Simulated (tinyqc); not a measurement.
Model-solid line-up of a strained alloy layer on a substrate: one step. Critical thickness (Matthews-Blakeslee, single layer). Two cases, with inputs chosen for the exercise.

Task: h = K (ln(h/b) + 1) with K = b (1 - nu/4)/(4 pi |e_par| (1 + nu)) for 60-degree dislocations, b = a/sqrt(2) the Burgers vector (not the shear potential of the table), nu = C12/(C11 + C12). Iterate from h = 10 b until h changes by less than 1e-6 of itself.

Give: b (Burgers vector); nu; K; first iterates; critical thickness.

Case 1.

Alloy at x (a in angstrom, C11, C12, C44 in GPa, all else in eV):
```
symbol      value
a        5.946780
Eg       1.008076
Dso      0.362300
Ev      -0.799800
ac      -5.165800
av       1.386900
b       -1.945000
d       -3.571700
C11     94.080000
C12     47.852000
C44     44.096000
```

e_par = 0.01752545

Result:

b (Burgers vector) = 4.2050 angstrom
nu = 0.3371
K = 13.08 angstrom

first iterates (angstrom): [42.1, 43.2, 43.5, 43.6, 43.7, 43.7]

critical thickness = 4.37 nm

Case 2.

Alloy at x (a in angstrom, C11, C12, C44 in GPa, all else in eV):
```
symbol       value
a         5.636750
Eg        2.074557
Dso       0.091470
Ev       -1.091321
ac       -7.215600
av        1.227000
b        -1.772000
d        -4.754800
C11     124.016000
C12      58.777000
C44      59.478000
```

e_par = 0.00483435

Result:

b (Burgers vector) = 3.9858 angstrom
nu = 0.3215
K = 45.65 angstrom

first iterates (angstrom): [39.9, 150.8, 211.5, 227.0, 230.2, 230.8]

critical thickness = 23.10 nm

Thicker layers can relax, and the strained edges then no longer apply; metastable growth often exceeds this equilibrium value.

Computed by tinyqc, one run a case: `OMP_NUM_THREADS=1 python tinyqc.py N N+1 out.jsonl` with N = 1050721, 1050816; one thread of a shared Intel(R) Xeon(R) Processor @ 2.30GHz, about 0.02 s a run at most.
